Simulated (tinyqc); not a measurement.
Worked calculation: quantum-confined Stark effect in a modulator well. Values are carried at full precision from step to step, so a last printed digit may differ when a step is redone from the rounded ones.

Constants: hbar^2/2m0 = 3.80998211 eV angstrom^2; e^2/(4 pi eps0) = 14.39964547 eV angstrom; hc = 1239.841984 eV nm.

Inputs chosen for the exercise (near those of an InGaAsP well in InP; not measured data):
```
symbol  value   unit      meaning
L       148     angstrom  well width
me      0.0514  m0        electron, well
mh      0.346   m0        heavy hole along z, well
F       63      kV/cm     field
Vc      0.195   eV        conduction offset
Vv      0.284   eV        heavy-hole offset
meb     0.0814  m0        electron, barrier
mhb     0.504   m0        heavy hole, barrier
Eg      0.855   eV        gap of the well
mp      0.112   m0        heavy hole in the plane
eps     13.4              dielectric constant
dE      17      meV       operating point below the zero-field line
G       6       meV       half width of the exciton line
```

## Estimate for hard walls

Second order: each level moves by -C m (e F)^2 L^4/(2c), C = (15/pi^2 - 1)/(24 pi^2), c = hbar^2/2m0, 1 kV/cm = 1e-5 eV/angstrom. It holds while e F L is no more than about twice 3 c pi^2/(m L^2).

Estimate:
```
carrier     shift (meV)  e F L over the level spacing
electron          -2.82                          0.93
heavy hole       -18.98                          6.26
```

The hole, 6.7 times heavier, carries 87 % of the estimated shift; for it the ratio exceeds 3, so second order overstates its shift, by 13 % at a ratio of 3 and 60 % at 8.

## Levels and envelopes

Envelopes on cells of 0.5 angstrom over the well |z| < L/2 and 45 angstrom of barrier on each side, psi = 0 beyond, psi'/m continuous (mean mass between points), c = hbar^2/2m0. The electron sees + e F z and the hole - e F z, each with its offset in the barriers; 1 kV/cm = 1e-5 eV/angstrom. Light holes, band mixing and escape by tunnelling are left out.

Ground levels, squared overlap and separation <z>_h - <z>_e without and with the field.

Results:
```
F (kV/cm)  E_e (meV)  E_h (meV)  overlap^2  separation (angstrom)
0              18.92       4.09      0.970                    0.0
63             10.73     -13.15      0.223                   65.5
```

The electron level moves by -8.19 meV (2.9 times the hard-wall estimate, since it leaks into the barriers and sees a wider well) and the hole level by -17.24 meV (0.91 times). For the hole, saturation lowers the shift and leakage raises it, so a ratio near 1 is a coincidence.

## Exciton

Exciton: in-plane function exp(-rho/lam), 1/mu = 1/me + 1/mp, E(lam) = c/(mu lam^2) - (q/eps) times the integral over k of Fm(k)(1 + (k lam/2)^2)^(-3/2), Fm(k) the double integral of psi_e^2 psi_h^2 exp(-k |z - z'|), q = e^2/(4 pi eps0); binding Eb = -E at the minimum. Line at Eg + E_e + E_h - Eb, strength proportional to overlap^2/lam^2.

Minimise over lam without and with the field.

Results:
```
F (kV/cm)  lam (angstrom)  Eb (meV)  line (eV)      nm  overlap^2/lam^2 (1e-4/angstrom^2)
0                   171.3      5.73     0.8723  1421.4                             0.3305
63                  214.6      4.36     0.8482  1461.7                             0.0485
```

The weaker binding gives back 1.37 meV of the red shift, leaving 24.0 meV; the strength falls to 15 %.

## Contrast at the operating point

With a Gaussian line of half width G, the absorption at E_op = line(0) - dE is proportional to strength x exp(-ln2 ((E_op - line)/G)^2); continuum absorption is left out. Give it at both fields, relative to the zero-field peak.

E_op = 0.8553 eV
wavelength = 1449.6 nm

absorption without and with the field: 0.0038  0.056

The field changes the absorption by +0.05 of the zero-field peak. With dE above 2G the Gaussian tail at zero field is weak; real tails fall only exponentially and absorb more.

## Checks

- Zero-field levels against the matching condition of the square well, meV: largest difference 6.5e-02.
- Slope d(E_e + E_h)/dF against minus the separation (Hellmann-Feynman), angstrom: both -65.5.

(tinyqc, `OMP_NUM_THREADS=1 python tinyqc.py 1280201 1280202 out.jsonl`, Intel(R) Xeon(R) Processor @ 2.30GHz, 1 thread, shared host, about 0.2 s.)
